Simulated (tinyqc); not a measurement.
ROHF in the sto-6g basis, for H3, spin multiplicity 2, step by step. Computed by tinyqc, a small Python program that keeps every step (integrals from PySCF). Settings: charge = 0, multiplicity = 2, basis = sto-6g, energy threshold = 1e-10, iteration cap = 66, orthogonalisation = canonical, start = core, DIIS depth = 6, method = ROHF. Command: `OMP_NUM_THREADS=1 python tinyqc.py 21796 21797 out.jsonl` (the two numbers bound the seeds that draw the settings). One thread of a shared host (Intel(R) Xeon(R) Processor @ 2.60GHz), about 0.05 s of CPU time with the checks. Later iterations appear only in the table of the cycle.

## One-electron integrals

Geometry (angstrom):
```
atom         x         y         z
H     0.000000  0.000000  0.000000
H     0.000000  0.000000  0.859000
H     0.000000  0.749000  0.420000
```

Basis sto-6g: exponents (1/bohr^2) and contraction coefficients of normalised primitives:
```
element  l (shell)   exponent  coefficient
H            s (1)  35.523221     0.009164
H            s (1)   6.513144     0.049361
H            s (1)   1.822143     0.168538
H            s (1)   0.625955     0.370563
H            s (1)   0.243077     0.416492
H            s (1)   0.100112     0.130334
```

Overlap, kinetic and nuclear-attraction integrals over the contracted functions; the nuclear repulsion is the sum of Za Zb / Rab.

nuclear repulsion = 1.84180843 hartree

overlap S, lower triangle:
```
          1H 1s     2H 1s     3H 1s
1H 1s  1.000000
2H 1s  0.582977  1.000000
3H 1s  0.583154  0.577184  1.000000
```

kinetic energy T (hartree), lower triangle:
```
          1H 1s     2H 1s     3H 1s
1H 1s  0.768522
2H 1s  0.170772  0.768522
3H 1s  0.170907  0.166391  0.768522
```

nuclear attraction V (hartree), lower triangle:
```
           1H 1s      2H 1s      3H 1s
1H 1s  -2.405531
2H 1s  -1.358045  -2.400376
3H 1s  -1.358526  -1.342353  -2.400529
```

core Hamiltonian H = T + V (hartree), lower triangle:
```
           1H 1s      2H 1s      3H 1s
1H 1s  -1.637009
2H 1s  -1.187274  -1.631853
3H 1s  -1.187620  -1.175961  -1.632007
```

## Two-electron integrals

Functions are numbered as in S; the eight-fold symmetry (ij|kl) = (ji|kl) = (kl|ij) leaves the list below.

Two-electron integrals (ij|kl) in chemists' order, unique and non-zero (hartree):
```
(11|11) 0.774999   (21|11) 0.379076   (21|21) 0.225346   (22|11) 0.526245
(22|21) 0.379076   (22|22) 0.774999   (31|11) 0.379223   (31|21) 0.206955
(31|22) 0.316550   (31|31) 0.225498   (32|11) 0.314587   (32|21) 0.204967
(32|22) 0.374274   (32|31) 0.205025   (32|32) 0.220382   (33|11) 0.526344
(33|21) 0.316492   (33|22) 0.522977   (33|31) 0.379223   (33|32) 0.374274
(33|33) 0.774999
```

## Orthogonalisation

S = U s U^T; canonical form X = U s^(-1/2), so that X^T S X = 1. Each column of U has its largest component positive (the first on a tie).

eigenvalues of S: 0.414968  0.422817  2.162215

X:
```
               1          2         3
1H 1s   1.265967  -0.016261  0.393517
2H 1s  -0.620852   1.095570  0.392175
3H 1s  -0.649380  -1.079143  0.392215
```

## Starting guess

The start is the orbitals of the core Hamiltonian; D(s) = C_occ C_occ^T for each spin.

D(alpha) at the start, lower triangle:
```
          1H 1s      2H 1s     3H 1s
1H 1s  0.158044
2H 1s  0.137361   1.352535
3H 1s  0.172473  -1.029919  1.317013
```

D(beta) at the start, lower triangle:
```
          1H 1s     2H 1s     3H 1s
1H 1s  0.157785
2H 1s  0.155008  0.152280
3H 1s  0.155090  0.152360  0.152441
```

## Iteration 1: building the Fock matrix

J_ij = sum D_kl (ij|kl) with D = D(alpha) + D(beta), K_ij = sum D_kl (ik|jl) for each spin; F = H + J - K(s); E = tr D H + tr D J / 2 - 0.5 sum_s tr D(s) K(s) + E_nn.

Coulomb J (hartree), lower triangle:
```
          1H 1s     2H 1s     3H 1s
1H 1s  1.728067
2H 1s  1.062842  1.873068
3H 1s  1.062271  1.079919  1.868651
```

exchange K(alpha) (hartree), lower triangle:
```
          1H 1s     2H 1s     3H 1s
1H 1s  0.532914
2H 1s  0.498716  0.777973
3H 1s  0.500792  0.427835  0.770589
```

exchange K(beta) (hartree), lower triangle:
```
          1H 1s     2H 1s     3H 1s
1H 1s  0.489184
2H 1s  0.425639  0.482313
3H 1s  0.425762  0.421683  0.482519
```

F(alpha) (hartree), lower triangle:
```
           1H 1s      2H 1s      3H 1s
1H 1s  -0.441856
2H 1s  -0.623148  -0.536758
3H 1s  -0.626141  -0.523877  -0.533945
```

F(beta) (hartree), lower triangle:
```
           1H 1s      2H 1s      3H 1s
1H 1s  -0.398126
2H 1s  -0.550071  -0.241099
3H 1s  -0.551111  -0.517725  -0.245875
```

total energy of this density = -1.26944105 hartree

## Iteration 1: Roothaan effective Fock matrix

With projectors Pc = D(beta) S, Po = (D(alpha) - D(beta)) S, Pv = 1 - D(alpha) S, the block xy is Px^T F Py; with Fc = (F(alpha) + F(beta))/2, the blocks are Fc for cc, oo, vv and cv, F(beta) for co and F(alpha) for ov.

effective F (hartree), lower triangle:
```
           1H 1s      2H 1s      3H 1s
1H 1s  -0.420012
2H 1s  -0.585920  -0.387567
3H 1s  -0.589324  -0.520790  -0.391251
```

## Iteration 1: diagonalisation and new density

Diagonalise F' = X^T F X, C = X C', fill 2 alpha and 1 beta electrons from the bottom; D(s) = C_occ C_occ^T. Each column has its largest component positive (the first on a tie).

F' = X^T F X (hartree), lower triangle:
```
           1         2          3
1   0.482548
2   0.000002  0.310702
3  -0.045548  0.003543  -0.707812
```

orbital energies (hartree): MO1 -0.709564, MO2 0.310714, MO3 0.484288

coefficients C:
```
            MO1        MO2        MO3
1H 1s  0.441618  -0.013769   1.250031
2H 1s  0.364381   1.096352  -0.636215
3H 1s  0.370878  -1.078372  -0.663053
```

D(alpha) after iteration 1, lower triangle:
```
          1H 1s      2H 1s     3H 1s
1H 1s  0.195216
2H 1s  0.145821   1.334762
3H 1s  0.178634  -1.047135  1.300436
```

D(beta) after iteration 1, lower triangle:
```
          1H 1s     2H 1s     3H 1s
1H 1s  0.195026
2H 1s  0.160917  0.132774
3H 1s  0.163786  0.135141  0.137550
```

## Iteration 2: building the Fock matrix

As before.

Coulomb J (hartree), lower triangle:
```
          1H 1s     2H 1s     3H 1s
1H 1s  1.750055
2H 1s  1.065470  1.861404
3H 1s  1.065285  1.074404  1.858523
```

exchange K(alpha) (hartree), lower triangle:
```
          1H 1s     2H 1s     3H 1s
1H 1s  0.557941
2H 1s  0.503266  0.764975
3H 1s  0.505026  0.417500  0.757463
```

exchange K(beta) (hartree), lower triangle:
```
          1H 1s     2H 1s     3H 1s
1H 1s  0.514242
2H 1s  0.429306  0.467462
3H 1s  0.430880  0.411333  0.471207
```

F(alpha) (hartree), lower triangle:
```
           1H 1s      2H 1s      3H 1s
1H 1s  -0.444895
2H 1s  -0.625069  -0.535425
3H 1s  -0.627361  -0.519057  -0.530947
```

F(beta) (hartree), lower triangle:
```
           1H 1s      2H 1s      3H 1s
1H 1s  -0.401196
2H 1s  -0.551110  -0.237911
3H 1s  -0.553215  -0.512890  -0.244691
```

total energy of this density = -1.27282161 hartree

## Iteration 2: Roothaan effective Fock matrix

As before.

effective F (hartree), lower triangle:
```
           1H 1s      2H 1s      3H 1s
1H 1s  -0.423060
2H 1s  -0.587170  -0.385286
3H 1s  -0.591194  -0.515956  -0.389164
```

## Iteration 2: DIIS over 2 matrices

error matrix X^T (FDS - SDF) X:
```
           1          2          3
1   0.000000   0.000556  -0.011140
2  -0.000556   0.000000   0.000492
3   0.011140  -0.000492   0.000000
```

B (overlaps of the stored error matrices):
```
               1              2
1  1.4178515e-02  1.8776953e-03
2  1.8776953e-03  2.4928806e-04
```

Minimise |sum c_i e_i|^2 with sum c_i = 1: solve [B -1; -1 0][c; lambda] = [0; -1] with B_ij = tr e_i^T e_j, and take F = sum c_i F_i.

DIIS coefficients: -0.152581  1.152581

extrapolated F (hartree), lower triangle:
```
           1H 1s      2H 1s      3H 1s
1H 1s  -0.423525
2H 1s  -0.587360  -0.384938
3H 1s  -0.591479  -0.515218  -0.388845
```

## Iteration 2: diagonalisation and new density

As before.

F' = X^T F X (hartree), lower triangle:
```
           1         2          3
1   0.489245
2   0.000649  0.303457
3  -0.052209  0.004029  -0.706977
```

orbital energies (hartree): MO1 -0.709267, MO2 0.303472, MO3 0.491521

coefficients C:
```
            MO1        MO2        MO3
1H 1s  0.448304  -0.017608   1.247600
2H 1s  0.360394   1.098622  -0.634569
3H 1s  0.367897  -1.075999  -0.668546
```

D(alpha) after iteration 2, lower triangle:
```
          1H 1s      2H 1s     3H 1s
1H 1s  0.201286
2H 1s  0.142221   1.336854
3H 1s  0.183875  -1.049529  1.293122
```

D(beta) after iteration 2, lower triangle:
```
          1H 1s     2H 1s     3H 1s
1H 1s  0.200976
2H 1s  0.161566  0.129884
3H 1s  0.164930  0.132588  0.135348
```

## Iteration 3: building the Fock matrix

As before.

Coulomb J (hartree), lower triangle:
```
          1H 1s     2H 1s     3H 1s
1H 1s  1.753433
2H 1s  1.065997  1.860236
3H 1s  1.065611  1.073553  1.856328
```

exchange K(alpha) (hartree), lower triangle:
```
          1H 1s     2H 1s     3H 1s
1H 1s  0.561722
2H 1s  0.503639  0.763980
3H 1s  0.505798  0.415878  0.754332
```

exchange K(beta) (hartree), lower triangle:
```
          1H 1s     2H 1s     3H 1s
1H 1s  0.518007
2H 1s  0.429767  0.465127
3H 1s  0.431575  0.409695  0.469427
```

F(alpha) (hartree), lower triangle:
```
           1H 1s      2H 1s      3H 1s
1H 1s  -0.445298
2H 1s  -0.624916  -0.535598
3H 1s  -0.627807  -0.518286  -0.530010
```

F(beta) (hartree), lower triangle:
```
           1H 1s      2H 1s      3H 1s
1H 1s  -0.401583
2H 1s  -0.551044  -0.236745
3H 1s  -0.553584  -0.512104  -0.245106
```

total energy of this density = -1.27288522 hartree

## Iteration 3: Roothaan effective Fock matrix

As before.

effective F (hartree), lower triangle:
```
           1H 1s      2H 1s      3H 1s
1H 1s  -0.423463
2H 1s  -0.586827  -0.384435
3H 1s  -0.591828  -0.515168  -0.389236
```

## Iteration 3: DIIS over 3 matrices

error matrix X^T (FDS - SDF) X:
```
           1          2         3
1   0.000000   0.000531  0.000049
2  -0.000531   0.000000  0.000807
3  -0.000049  -0.000807  0.000000
```

B (overlaps of the stored error matrices), lower triangle:
```
                1              2              3
1   1.4178515e-02
2   1.8776953e-03  2.4928806e-04
3  -2.6505204e-06  3.0025765e-07  1.8717234e-06
```

As before.

DIIS coefficients: -0.143160  1.081530  0.061630

extrapolated F (hartree), lower triangle:
```
           1H 1s      2H 1s      3H 1s
1H 1s  -0.423521
2H 1s  -0.587327  -0.384907
3H 1s  -0.591500  -0.515215  -0.388869
```

## Iteration 3: diagonalisation and new density

As before.

F' = X^T F X (hartree), lower triangle:
```
           1         2          3
1   0.489239
2   0.000686  0.303457
3  -0.052207  0.004076  -0.706971
```

orbital energies (hartree): MO1 -0.709262, MO2 0.303472, MO3 0.491515

coefficients C:
```
            MO1        MO2        MO3
1H 1s  0.448303  -0.017818   1.247598
2H 1s  0.360342   1.098757  -0.634365
3H 1s  0.367949  -1.075858  -0.668745
```

D(alpha) after iteration 3, lower triangle:
```
          1H 1s      2H 1s     3H 1s
1H 1s  0.201293
2H 1s  0.141965   1.337113
3H 1s  0.184122  -1.049518  1.292856
```

D(beta) after iteration 3, lower triangle:
```
          1H 1s     2H 1s     3H 1s
1H 1s  0.200975
2H 1s  0.161542  0.129846
3H 1s  0.164953  0.132588  0.135387
```

## Iteration 6 (converged): orbitals

converged F (hartree), lower triangle:
```
           1H 1s      2H 1s      3H 1s
1H 1s  -0.423450
2H 1s  -0.589903  -0.387366
3H 1s  -0.588792  -0.515177  -0.386355
```

As before.

F' = X^T F X (hartree), lower triangle:
```
           1          2          3
1   0.489093
2  -0.003152   0.303532
3  -0.052229  -0.000307  -0.706899
```

orbital energies (hartree): MO1 -0.709175, MO2 0.303480, MO3 0.491421

coefficients C:
```
            MO1        MO2        MO3
1H 1s  0.448265  -0.004365   1.247731
2H 1s  0.365246  -1.084621  -0.655533
3H 1s  0.363092   1.090263  -0.647739
```

D(alpha) after iteration 6, lower triangle:
```
          1H 1s      2H 1s     3H 1s
1H 1s  0.200961
2H 1s  0.168462   1.309808
3H 1s  0.158002  -1.049905  1.320509
```

D(beta) after iteration 6, lower triangle:
```
          1H 1s     2H 1s     3H 1s
1H 1s  0.200942
2H 1s  0.163727  0.133405
3H 1s  0.162761  0.132618  0.131835
```

## Convergence

Stop when the energy changes by less than 1e-10 hartree and every element of the error matrix X^T (F D S - S D F) X is below 3e-06.

Course of the cycle:
```
iteration  E (hartree)     change  largest element of the error matrix
1          -1.26944105          -                             8.41e-02
2          -1.27282161  -3.38e-03                             1.11e-02
3          -1.27288522  -6.36e-05                             8.07e-04
4          -1.27288551  -2.86e-07                             8.11e-04
5          -1.27287087   1.46e-05                             1.64e-05
6          -1.27287087  -7.52e-11                             1.87e-07
```

PySCF ROHF in the same basis = -1.27287087 hartree

Converged in 6 iterations.

## Populations, bond orders and dipole

Mulliken: Z minus the diagonal of D S on the atom; Loewdin: the same with S^(1/2) D S^(1/2); Mayer order: 2 sum_s sum (D(s) S)_ij (D(s) S)_ji over the two atoms.

Charges (e):
```
atom   Mulliken    Loewdin  Mulliken spin
1H     0.217385   0.246973       3.86e-06
2H    -0.107429  -0.121973       0.496631
3H    -0.109956  -0.125000       0.503365
```

Mayer bond orders:
```
pair     order
2-1   0.480014
3-1   0.472730
3-2   0.261803
```

dipole moment about the origin, x y z (debye): 0.000000  -0.395578  -0.665065
